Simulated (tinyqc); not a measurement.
# K factor and largest bandwidth from two damping rates

Question. The damping of a laser follows gamma = K fR^2 + gamma0. With gamma0 neglected, the largest 3 dB bandwidth is 2 sqrt(2) pi/K, reached where gamma = sqrt(2) 2 pi fR. Find K, gamma0 and that bandwidth.

gamma at fR = 4.1 and 9.6 GHz (1/ns): 7.943  30.548000

Answer. gamma is linear in fR^2: slope K, intercept gamma0.

K = 0.3000 ns
gamma0 = 2.900 1/ns
largest f3dB = 29.62 GHz

Numbers from tinyqc (`OMP_NUM_THREADS=1 python tinyqc.py 2840132 2840133 out.jsonl`; about 0.01 s on one thread of a shared Intel Xeon 2.30GHz).
